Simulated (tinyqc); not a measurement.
# From one set of inputs to another, one input at a time

Model: thermal, flicker and telegraph noise of a field-effect transistor. Computed by tinyqc, a small Python program. Command: `OMP_NUM_THREADS=1 python tinyqc.py 3003379 3003380 out.jsonl noise ladder`. One thread of a shared host (Intel(R) Xeon(R) Processor @ 2.30GHz), about 0.01 s of CPU time with the checks.

Strong inversion, threshold roll-off and channel-length modulation left out; noise sources are uncorrelated and are given as one-sided spectral densities.

The inputs printed are set A. Set A is modelled on a silicon n-channel; the values taken over come from a set modelled on a high-k silicon transistor. Inputs not listed in the table keep their values of set A, so the rows need not describe a real material.

Inputs (values chosen for the exercise, modelled on a silicon n-channel):
```
quantity,value,unit
width W,1.5,micrometre
length L,410,nm
electrical oxide thickness t,1.5,nm
mobility mu,93,cm^2/(V s)
saturation velocity v_s,0.99,1e7 cm/s
overdrive V_ov,0.56,V
thermal noise factor gamma,1.3,-
oxide trap density N_t,2.9e+16,1/(eV cm^3)
oxide barrier phi,3.2,eV
oxide mass m_ox,0.21,m_0
Hooge parameter alpha_H,2.5e-06,-
frequency f,4000,Hz
temperature T,200,K
```

Operating region: saturation. Flicker model: Hooge.

Constants: eps_0 = 8.8541878128e-12 F/m; hbar = 1.054571817e-34 J s; m_0 = 9.1093837015e-31 kg; e = 1.602176634e-19 C; k_B = 8.617333262e-05 eV/K; k_B = 1.380649e-23 J/K.

Method:
- C_ox = 3.9 eps_0/t; V_c = 2 v_s L/mu; I = W C_ox v_s V_ov^2/(V_ov + V_c); g_m = W C_ox v_s V_ov (V_ov + 2 V_c)/(V_ov + V_c)^2; g_d0 = mu C_ox (W/L) V_ov.
- Tunnelling length lambda = hbar/(2 sqrt(2 m_ox phi)); flat-band noise S_Vfb = e^2 k_B T lambda N_t/(W L C_ox^2 f). Hooge: S_I = I^2 alpha_H/(f N), N = W L C_ox V_ov/e (the source-end density).
- Thermal: S_I = 4 k_B T gamma g_d0; input-referred S_V = S_I/g_m^2; corner f_c where flicker equals thermal.
- Total input noise from 1 Hz to f_c: sqrt(S_V,thermal [f_c ln(f_c/1 Hz) + f_c - 1 Hz]).

Each row keeps all changes above it:
```
input moved,from,to,corner frequency f_c (Hz),flicker S_I/I^2 (1/Hz),input noise up to f_c (microvolt)
set A,-,-,1.0685e+05,1.2630e-14,7.28
oxide barrier phi (eV),3.2,1.6,1.0685e+05,1.2630e-14,7.28
width W (micrometre),1.5,0.92,1.0685e+05,2.0592e-14,9.29
length L (nm),410,850,2.6486e+04,9.9328e-15,5.99
mobility mu (cm^2/(V s)),93,380,9.0652e+04,9.9328e-15,6.59
electrical oxide thickness t (nm),1.5,4.3,9.0652e+04,2.8474e-14,11.15
Hooge parameter alpha_H,2.5e-06,0.00016,5.8017e+06,1.8223e-12,103.11
overdrive V_ov (V),0.56,0.46,4.0765e+06,2.2185e-12,91.57
```

Corner frequency f_c goes from 107000 to 4.08e6, a factor 38.2 in all. The largest single move comes from Hooge parameter alpha_H (a factor 64.0), and length L works against it (a factor 0.248). Flicker S_I/I^2 goes from 1.26e-14 to 2.22e-12, a factor 176 in all. The largest single move comes from Hooge parameter alpha_H (a factor 64.0), and length L works against it (a factor 0.482). Input noise up to f_c goes from 7.28 to 91.6, a factor 12.6 in all. The largest single move comes from Hooge parameter alpha_H (a factor 9.24), and length L works against it (a factor 0.645). The single moves hold for this order of the switches; the total does not depend on the order.

Extremes, crossings and ranges named in words are read from the listed rows.
